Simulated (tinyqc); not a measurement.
## Gain factor and gap resistance from two string resistances

Inverse problem. At small bit-line voltage each of the 64 cells has the resistance 1/(K x) at overdrive x (no mobility reduction) in series with a gap resistance Rg. Find K, Rg and the share of the gaps at the higher overdrive.

resistance of a string of 64 equal cells at overdrives of 3.7 and 7.1 V (kohm): 5669.3733  2997.3692

Solution. The resistance per cell is a straight line in 1/x with slope 1/K and intercept Rg.

K = 3.100 uA/V^2
Rg = 1.400 kohm
share of the gaps = 2.989 %

Numbers from tinyqc (`OMP_NUM_THREADS=1 python tinyqc.py 2142177 2142178 out.jsonl`; about 0.7 s on one thread of a shared Intel Xeon 2.30GHz).
